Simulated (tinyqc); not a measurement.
Comparisons within one model: deep level as a short-range spherical well. A value that a table varies takes the place of the one given here.

A spherical well of radius R and depth V0 below the conduction edge, one mass m, c = hbar^2/2m0. The s level at binding Et solves k cot(k R) = -kappa with k = sqrt(m (V0 - Et)/c), kappa = sqrt(m Et/c); it exists for V0 > Vc = c (pi/2R)^2/m. Outside, psi falls as exp(-kappa r)/r.

Lucovsky model (delta well, plane-wave final states, no local-field factor): sigma = (32 pi alpha c/(3 n_r m Et)) (x - 1)^(3/2)/x^3, x = h nu/Et, c = hbar^2/2m0; 1 angstrom^2 = 1e-16 cm^2.

Constants: hbar^2/2m0 = 3.80998211 eV angstrom^2; fine-structure constant alpha = 0.007297352564; e^2/(4 pi eps0) = 14.39964547 eV angstrom; kB = 8.617333262e-05 eV/K.

Values chosen for the exercise (near those of GaAs; not measured data): R = 3.3 angstrom (radius of the well); m = 0.065 m0 (mass); fV = (1.04, 1.12, 1.31, 1.72, 2.33, 3.24, 5.29) (V0/Vc); n_r = 3.21 (refractive index); xs = (1.04, 1.3, 1.37, 1.95, 2.37, 2.83, 4.7, 8.76) (photon energies h nu/Et); eps = 12.5 (static dielectric constant); T = 350 K (temperature); Fs = (2, 10, 30, 70, 150, 300) kV/cm (fields).

## From threshold to a deep level

Et against the depth at fixed R; near threshold Et = (pi^2/16)(V0 - Vc)^2/Vc.

Results:
```
V0/Vc  V0 (eV)  Et (eV)  threshold form (eV)  1/kappa (angstrom)  share outside
1.04    13.812  0.01273              0.01311                67.8          0.953
1.12    14.874   0.1085               0.1180                23.2          0.869
1.31    17.398   0.6434               0.7873                 9.5          0.716
1.72    22.843    2.811                4.247                 4.6          0.509
2.33    30.944    7.518                14.49                 2.8          0.347
3.24    43.030    16.22                41.11                 1.9          0.228
5.29    70.255    38.97                150.8                 1.2          0.121
```

The threshold form holds to 10 % up to V0/Vc = 1.12 of those listed. There the state is mostly outside the well (95 % in the first row) and knows only Et, which is why a delta-well model works; more than half is inside from V0/Vc = 2.33 on. A second s level would need V0/Vc > 9. From V0/Vc = 1.72 on Et exceeds the gap of the host, about 1.4 eV, so those rows only show the model.

## Neutral against charged centre

Et = 0.56908 eV

Lucovsky cross-section, its shape relative to the peak, and the shape of a hydrogen-like centre relative to threshold: x^-4 exp(4 - 4 atan(e)/e)/(1 - exp(-2 pi/e)), e = sqrt(x - 1).

Results:
```
x     h nu (eV)  sigma (1e-18 cm^2)  relative to peak  hydrogen-like
1.04      0.592                5.58             0.057          0.901
1.30      0.740                58.7             0.598          0.492
1.37      0.780                68.7             0.700          0.426
1.95      1.110                98.0             0.999          0.159
2.37      1.349                94.5             0.964          0.091
2.83      1.610                85.7             0.874          0.054
4.70      2.675                53.8             0.548          0.012
8.76      4.985                25.2             0.257          0.002
```

The short-range centre starts from zero, reaches half its peak at x = 1.24 and peaks at x = 2; in the last row it still has 26 % of the peak. The Coulomb centre is largest at threshold and is down to 0.2 % there. Reading the peak as the threshold would misplace the level by a factor 2, here 0.57 eV. Rows above the gap, about 1.4 eV, are hidden by band-to-band absorption.

## Emission in a field

Barrier lowering for a charged centre (Poole-Frenkel) is 2 sqrt(q e F/eps), q = e^2/(4 pi eps0), and for the neutral well e F R; the one-dimensional enhancement is exp(lowering/kB T). 1 kV/cm = 1e-5 V/angstrom; tunnelling is left out.

Results:
```
F (kV/cm)  lowering, charged (meV)  enhancement  saddle at (angstrom)  lowering, neutral (meV)  enhancement
2                              9.6         1.37                   240                     0.07        1.002
10                            21.5         2.04                   107                     0.33        1.011
30                            37.2         3.43                    62                     0.99        1.033
70                            56.8         6.57                    41                     2.31        1.080
150                           83.1         15.7                    28                     4.95        1.178
300                          117.6         49.3                    20                     9.90        1.389
```

At 300 kV/cm the charged centre emits 49.3 times faster and the neutral one 1.39 times: the logarithm of the enhancement is linear in sqrt(F) for the first and in F for the second, which tells the charge state. The largest lowering is 21 % of Et.

Computed by tinyqc, a small Python program: `OMP_NUM_THREADS=1 python tinyqc.py 1250845 1250846 out.jsonl` (the numbers bound the seed that draws the inputs); one thread of a shared host (Intel(R) Xeon(R) Processor @ 2.30GHz), about 0.01 s for the whole set of steps.
